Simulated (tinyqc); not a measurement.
Octagonal on-chip spiral inductor, lumped pi model: two steps of the calculation.

Outer diameter do = di + 2 n wd + 2 (n - 1) sp, mean da = (do + di)/2, fill p = (do - di)/(do + di), length l = 3.314 n da. L = 2.25 mu0 n^2 da/(1 + 3.55 p), mu0 = 4 pi 1e-7 H/m. Rs = rho l/(wd delta (1 - exp(-th/delta))), delta = sqrt(rho/(pi f mu0)). Cs = n wd^2 eps0 eo/hu across the coil. At each end Cox = l wd eps0 eo/(2 ho) leads to the substrate branch Rsi = 2 rs he/(l wd) in parallel with Csi = l wd eps0 11.7/(2 he). With one end grounded Y = 1/(Rs + i w L) + i w Cs + 1/[1/(i w Cox) + 1/(1/Rsi + i w Csi)], w = 2 pi f; Q = -Im Y/Re Y. Eddy currents in neighbouring turns and in the substrate are left out.

Parameters, values chosen for the exercise; values of the order met in silicon radio-frequency processes: number of turns n = 5.5; line width wd = 20 um; space between turns sp = 1.5 um; inner diameter di = 40 um; metal thickness th = 2 um; metal resistivity rho = 2.2 uohm cm; oxide below the coil ho = 6.9 um; oxide between coil and underpass hu = 0.9 um; relative permittivity of the oxide eo = 3.9; substrate resistivity rs = 10 ohm cm; effective spreading depth in the substrate he = 80 um; frequency f = 4.4 GHz.

Constants: eps0 = 8.8541878128e-12 F/m. Results are converted to the units shown.

Task 1. Geometry and model elements. do, l, L, delta, Rs, Cs, Cox, Rsi and Csi as defined.

Give: do; l; L; delta; Rs; Cs; Cox; Rsi; Csi.

Result 1.

do = 273.50 um
l = 2857.1 um
L = 3.6790 nH
delta = 1.1254 um
Rs = 3.3610 ohm
Cs = 84.410 fF
Cox = 142.98 fF
Rsi = 280.01 ohm
Csi = 36.997 fF

Task 2. Admittance, quality factor and apparent inductance. Series branch 1/(Rs + i w L), substrate branch, total Y, Q = -Im Y/Re Y, apparent inductance Im(1/Y)/w, metal-only value w L/Rs, share of the loss in the substrate Re(substrate branch)/Re Y.

L = 3.6790455 nH
Rs = 3.3610225 ohm
Cs = 84.409924 fF
Cox = 142.98385 fF
Rsi = 280.00594 ohm
Csi = 36.997071 fF

Find: series branch; substrate branch; Y; Q; apparent inductance; w L/Rs; share of the loss in the substrate.

Result 2.

series branch = 0.325-9.821i mS
substrate branch = 1.488+1.880i mS
Y = 1.812-5.607i mS
Q = 3.094
apparent inductance = 5.841 nH
w L/Rs = 30.26
share of the loss in the substrate = 82.09 %

Q is 10.2 % of the metal-only value.

tinyqc, about 0.01 s, one thread, Intel Xeon 2.30GHz (shared host): `OMP_NUM_THREADS=1 python tinyqc.py 2302068 2302069 out.jsonl`
